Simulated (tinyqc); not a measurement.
From growth rate G back to silane pressure p_S: microkinetic model of low-temperature epitaxy from hydride gases: adsorption, hydrogen desorption and rate control. Computed by tinyqc, a small Python program. Command: `OMP_NUM_THREADS=1 python tinyqc.py 3010117 3010118 out.jsonl hepi inv`. One thread of a shared host (Intel(R) Xeon(R) Processor @ 2.30GHz), about 0.04 s of CPU time with the checks.

Each hydride molecule needs two free sites and leaves four hydrogen atoms, of which two leave at once as H2; theta is the hydrogen coverage, the site density is 6.78 per nm^2 and one layer is 1.358 angstrom thick.

Inputs (values chosen for the exercise, close to those used for silane on Si(001)):
```
quantity                            value  unit
sticking prefactor of silane s0     0.044     -
adsorption barrier E_s               0.32    eV
desorption prefactor nu_d         3.2e+11   1/s
desorption energy on silicon E_d     2.15    eV
hydrogen carrier pressure p_H           0    Pa
sticking of hydrogen s_H            3e-07     -
temperature T                         600     C
```

Film: silicon. Order of hydrogen desorption: first.

Constants: k_B = 8.617333262e-05 eV/K; u = 1.6605390666e-27 kg; k_B = 1.380649e-23 J/K.

Method:
- Flux per site F = p/(sqrt(2 pi M k_B T) x 6.78e18 per m^2), M = 32.12 u (silane), 2.016 u (hydrogen); s = s0 exp(-E_s/(k_B T)); k_S = s F_S = k; k_H = s_H F_H; k_d = nu_d exp(-E_d/(k_B T)).
- Temperatures in kelvin are T(C) + 273.15.
- With k the hydride and k_H the hydrogen adsorption rate on free pairs and k_d the desorption rate, steady state: 2 (k + k_H)(1 - theta)^2 = k_d theta; growth rate R = k (1 - theta)^2 layers/s; 1 layer/s = 8.148 nm/min.
- With c = 2 (k + k_H)/k_d the free share is 1 - theta = 2/(1 + sqrt(1 + 4c)).

Problem. A run gave the result below. Find the silane pressure p_S, known to lie between 0.73 and 1.3 Pa.

growth rate G = 0.4086006 nm/min

Solution.

Each step takes the trial c = (a f_b - b f_a)/(f_b - f_a), f being the result less the target and a, b, c the logarithms of the listed values; c replaces end b, the old b replaces a if the sign of f changed, and otherwise f_a is halved.

Scan of the range:
```
silane pressure p_S (Pa)  growth rate G (nm/min)
0.730                                   0.398527
0.804                                   0.403075
0.885                                   0.407433
0.974                                   0.411627
1.070                                   0.415592
1.180                                   0.419565
1.300                                   0.423347
```

False position (Illinois rule, in the logarithm of the input) inside the bracket:
```
step     end a     end b     trial  growth rate G (nm/min)
1     0.885000  0.974000  0.908922                0.408616
2     0.885000  0.908922  0.908288                0.408586
3     0.908922  0.908288  0.908599                0.408601
4     0.908288  0.908599  0.908599                0.408601
```

Growth rate G rises at every point of a 13-point scan of the range (every second point is shown), so one value fits; it is bracketed by 0.885 and 0.974. Answer: silane pressure p_S = 0.9086 Pa.
